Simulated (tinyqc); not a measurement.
MOSFET in saturation, small-signal circuit and noise: two steps of the calculation.

Bias by the inversion coefficient IC = I/Ispec (charge-based model with velocity saturation; weak inversion below 0.1, strong above 10). Common-source circuit: gm, gds, Cgs, Cgd and Cj at the inner nodes, Rg in series with the gate; quasi-static, no source or drain resistance, no gate-body capacitance, no substrate network, no induced gate noise, so fmax is an upper estimate.

Values chosen for this exercise:
- T = 325 K (temperature)
- L = 90 nm (gate length)
- W = 5 um (total gate width)
- Cox = 2.15 uF/cm^2 (gate capacitance)
- mu = 280 cm^2/(V s) (mobility)
- n = 1.42 (slope factor)
- Ls = 10 nm (velocity-saturation length)
- Cov = 0.3 fF/um (overlap and fringe capacitance per side)
- Cj = 0.54 fF/um (drain junction capacitance)
- Rsh = 15 ohm (sheet resistance of the gate)
- Wf = 4 um (finger width)
- Rc = 200 ohm um (gate contact and vertical resistance)
- IC = 1.3 (inversion coefficient)
- gw = 0.08 (short-channel excess of the noise factor)
- Nt = 1.7e17 cm^-3 eV^-1 (oxide trap density)
- lt = 0.1 nm (tunnelling length into the oxide)
- ac = 10000 V s/C (Coulomb scattering coefficient)

Constants: q = 1.602176634e-19 C, kB = 1.380649e-23 J/K, Vt = kB T/q. Results are converted to the units shown.

Problem 1. Capacitances, gate resistance and cut-off frequencies. qs = [sqrt(1 + 4 IC) - 1]/2, Cgs = Cox W L qs (2 qs + 3)/(3 (qs + 1)^2) + Cov W, Cgd = Cov W, Cd = Cj W, Rg = Rsh (Wf/L)/(12 Nf) + Rc/W with Nf = W/Wf fingers (not rounded) contacted at both ends. fT = gm/(2 pi (Cgs + Cgd)), fmax = fT/(2 sqrt(Rg (gds + 2 pi fT Cgd))).

gm = 1.3662805 mS
gds = 0.080610547 mS

Wanted: Cgs; Cgd; Cd; Rg; fT; fmax.

Solution 1.

Cgs = 5.043 fF
Cgd = 1.500 fF
Cd = 2.700 fF
Rg = 84.44 ohm
fT = 33.24 GHz
fmax = 91.12 GHz

Overlap and fringe make up 45.9 % of the gate capacitance; fmax is 2.74 times fT.

Problem 2. Noise at the gate. Channel noise Sid = 4 kB T gam n gm with gam = (1/2 + (2/3) qs)/(1 + qs) + gw lc IC, qs = [sqrt(1 + 4 IC) - 1]/2, lc = Ls/L (the last term an empirical rise with velocity saturation); at the gate, white noise Sw = Sid/gm^2 + 4 kB T Rg. Number fluctuation with correlated mobility: S(f) = K/f, K = q^2 Vt lt Nt/(W L Cox^2) (1 + ac mu Cox I/gm)^2, Vt in eV with Nt per eV. Corner fc = K/Sw. Full shot noise would be 2 q I.

I = 96.849677 uA
gm = 1.3662805 mS
Rg = 84.444444 ohm

Find: gam; Sid; Sid/(2 q I); sqrt(Sw); K; fc.

Solution 2.

gam = 0.5827
Sid = 2.029e-23 A^2/Hz
Sid/(2 q I) = 0.6538
sqrt(Sw) = 3.519 nV/Hz^0.5
K = 1.196e-10 V^2
fc = 9.656 MHz

The gate resistance gives 12 % of the white noise power.

Computed by the program tinyqc: `OMP_NUM_THREADS=1 python tinyqc.py 2150137 2150138 out.jsonl`, one thread of a shared Intel Xeon 2.30GHz, about 0.01 s for the whole run.
